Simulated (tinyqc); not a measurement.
Free and trapped electrons in a MOS channel with a dense trap tail: one step of the calculation.

p-type body, charge-sheet picture, full ionisation (an idealisation for deep acceptors), Boltzmann statistics for free electrons. e = Ec - EF at the surface. Acceptor-like traps of density D(E) = D0 + De exp(-E/Ew) at depth E below Ec, from 0 to Eu, hold n_t = integral of D(E)/(1 + exp((e - E)/Vt)). psi = Eg - Vt ln(Nv/Na) - e; N_dep = sqrt(2 eps0 eps_r Na (psi - Vt)/q); n_f = sqrt(N_dep^2 + 2 eps0 eps_r Vt Nc exp(-e/Vt)/q) - N_dep; Vg = Vfb + psi + q (N_dep + n_t + n_f)/Cox, Cox = eps0 eox/tox.

Problem. Charges and gate voltage. psi, N_dep, n_f and Vg as defined, with the n_t given; free share n_f/(n_f + n_t); apparent mobility mf n_f/(n_f + n_t); gate voltage spent on traps q n_t/Cox.

Parameters, values chosen for the exercise; band and dielectric values close to those of 4H silicon carbide: temperature T = 300 K; band gap Eg = 3.23 eV; relative permittivity eps_r = 9.59; conduction-band density of states at T Nc = 1.71e19 cm^-3; valence-band density of states at T Nv = 2.53e19 cm^-3; relative permittivity of the insulator eox = 3.9; insulator thickness tox = 61 nm; acceptor density Na = 2e17 cm^-3; flat-band voltage without trapped charge Vfb = -2.75 V; mobility of free electrons mf = 200 cm^2/(V s); Ec - EF at the surface e = 0.083 eV.

Constants: q = 1.602176634e-19 C, kB = 1.380649e-23 J/K, Vt = kB T/q, eps0 = 8.8541878128e-14 F/cm where lengths are in cm. Results are converted to the units shown.

n_t = 2.2063331e11 cm^-2

Find: psi; N_dep; n_f; Vg; free share; apparent mobility; gate voltage spent on traps.

Solution.

psi = 3.022 V
N_dep = 2.520e12 cm^-2
n_f = 3.722e10 cm^-2
Vg = 8.134 V
free share = 14.43 %
apparent mobility = 28.87 cm^2/(V s)
gate voltage spent on traps = 0.6245 V

Computed by the program tinyqc: `OMP_NUM_THREADS=1 python tinyqc.py 2222062 2222063 out.jsonl`, one thread of a shared Intel Xeon 2.30GHz, about 0.02 s for the whole run.
